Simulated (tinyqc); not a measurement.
Equilibrium crystal shape, supported particles, Gibbs-Thomson effect and coarsening: one step, computed by the program tinyqc.

A cubic crystal bounded by {100}, {110} and {111} facets only.

Problem. The Wulff shape. Wulff construction: the facet planes lie at distances lambda gamma from the centre, and the shape is the region inside all of them; V = (1/3) sum of area x distance. gamma_mean = sum A gamma / sum A; shape factor eta = A/V^(2/3) (4.836 for a sphere). lambda follows from V = N Omega.

Inputs (values chosen for the exercise, for a model metal): atoms in the particle N = 3200.

gamma (J/m^2): (100) 1.341799, (110) 1.002501, (111) 1.227808

Omega = 17.64378 angstrom^3

Constants: e = 1.602176634e-19 C.

Give: area fractions; gamma_mean; shape factor eta; distances of the planes from the centre; surface energy per atom.

Solution.

area fractions: {100} 0.00814, {110} 0.99186, {111} 0.00000

gamma_mean = 1.0053 J/m^2

shape factor eta = 5.3296

distances of the planes from the centre (nm): {100} 2.8824, {110} 2.1535, {111} 2.6375

surface energy per atom = 0.15380 eV

Present: {100}, {110}. Caution: below a few thousand atoms edges and corners add to the energy and facets hold few atoms.
